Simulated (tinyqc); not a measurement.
## Gap difference from the gain at two temperatures

Question. When back injection limits the gain, beta = b exp(-dE/(kB T)) with dE the gap reduction of the emitter less that of the base and b constant. Find dE and beta at 300 K.

Constants: q = 1.602176634e-19 C, kB = 1.380649e-23 J/K. Results are converted to the units shown.

T (K): [220, 350]
beta: [57.027126, 728.13955]

Answer. ln beta is a straight line in 1/T with slope -dE/kB.

dE = 0.130 eV
beta at 300 K = 355

Program tinyqc, `OMP_NUM_THREADS=1 python tinyqc.py 2320101 2320102 out.jsonl`; Intel Xeon 2.30GHz, shared host, one thread, about 0.01 s.
